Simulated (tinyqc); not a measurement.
# Thermoelectric coefficients of a parabolic band, Landauer integrals: effects of single changes

Bulk parabolic band, x = (E - Ec)/kB T, C = hbar^2/(2 m0), kB T in eV. Modes per area gv m kB T x/(4 pi C) times the back-scattering length l0 x^rr give the transport function s0 X(x), s0 = (2 q^2/h) gv m kB T l0/(4 pi C), X = x^(1 + rr). I_k = int X (x - eta)^k w dx, w = 1/(4 cosh^2((x - eta)/2)).

Inputs (values chosen for the exercise): temperature T = 300 K; mass of one valley m = 0.68 m0; valleys gv = 3; back-scattering length at x = 1 l0 = 21 nm; energy exponent of that length rr = 0; lattice thermal conductivity kL = 0.33 W/(m K).

Constants: q = 1.602176634e-19 C, kB = 1.380649e-23 J/K, hbar = 1.054571817e-34 J s, h = 6.62607015e-34 J s, m0 = 9.1093837015e-31 kg, Vt = kB T/q, hbar^2/(2 m0) = 0.0380998212 eV nm^2. Results are converted to the units shown.

Each table varies one quantity; the others keep the values above.

## Effect of the Fermi level

sigma = s0 I_0, S = -(kB/q) I_1/I_0, Lorenz number L = (kB/q)^2 [I_2/I_0 - (I_1/I_0)^2], kappa_e = L sigma T. Power factor S^2 sigma, ZT = S^2 sigma T/(kappa_e + kL). The integrals are converged.

Result of one run:
```
eta  sigma (S/cm)  S (uV/K)  kappa_e (W/(m K))  power factor (mW/(m K^2))       ZT
4.1        7377.8   -66.768             4.6569                     3.2890  0.19786
```

What becomes of these results when the reduced Fermi level (EF - Ec)/kB T eta is changed from 4.1 to 1.4, all else the same?

Result of the changed run:
```
eta  sigma (S/cm)  S (uV/K)  kappa_e (W/(m K))  power factor (mW/(m K^2))       ZT
1.4        2904.2   -133.78             1.5467                     5.1975  0.83087
```

The whole series:
```
eta   sigma (S/cm)  S (uV/K)  kappa_e (W/(m K))  power factor (mW/(m K^2))       ZT
-4          32.530   -517.82           0.014527                    0.87226  0.75953
-3.1        78.975   -441.39           0.035381                     1.5386   1.2633
-2.2        188.34   -366.51           0.085016                     2.5299   1.8288
-1.3        431.95   -295.03            0.19825                     3.7600   2.1353
-0.4        919.47   -230.18            0.43584                     4.8715   1.9083
0.5         1745.8   -175.73            0.87131                     5.3912   1.3463
1.4         2904.2   -133.78             1.5467                     5.1975  0.83087
2.3         4293.5   -103.40             2.4426                     4.5903  0.49668
3.2         5806.9   -81.954             3.5001                     3.9002  0.30549
4.1         7377.8   -66.768             4.6569                     3.2890  0.19786
5           8973.4   -55.814             5.8661                     2.7954  0.13535
```

sigma rises from 32.5 to 8970 S/cm, and S rises from -518 to -55.8 uV/K. Among the rows the power factor is largest at eta = 0.5 and ZT, 2.14, at eta = -1.3, where S = -295 uV/K. ZT peaks at a lower eta than the power factor because kappa_e grows with sigma.

## Best figure of merit against the lattice conductivity

Same model as above.

For each row eta is chosen to maximise ZT; B = (kB/q)^2 s0 T/kL.

Best figure of merit against the lattice conductivity:
```
kL (W/(m K))        B  best eta  best ZT  S there (uV/K)
0.12            3.327    -1.892    3.762          -341.6
0.27            1.479    -1.349    2.410          -298.8
0.59           0.6767    -0.864    1.476          -262.6
1.3            0.3071    -0.425   0.8420          -231.8
2.8            0.1426    -0.062   0.4585          -208.3
6.1           0.06545     0.225   0.2339          -191.1
13            0.03071     0.419   0.1167          -180.1
29            0.01377     0.543  0.05415          -173.5
```

As B falls from 3.33 to 0.0138, the best ZT falls from 3.76 to 0.0542, as B^(0.55) between the first two rows and B^(0.96) between the last two; the best eta moves from -1.89 to 0.54, towards the optimum of the power factor, since kappa_e matters less when kL is large.

Range of the model: Parabolic bands, elastic scattering and a fixed kL make these model figures, not those of a material.

tinyqc, about 0.1 s, one thread, Intel Xeon 2.30GHz (shared host): `OMP_NUM_THREADS=1 python tinyqc.py 2800119 2800120 out.jsonl`
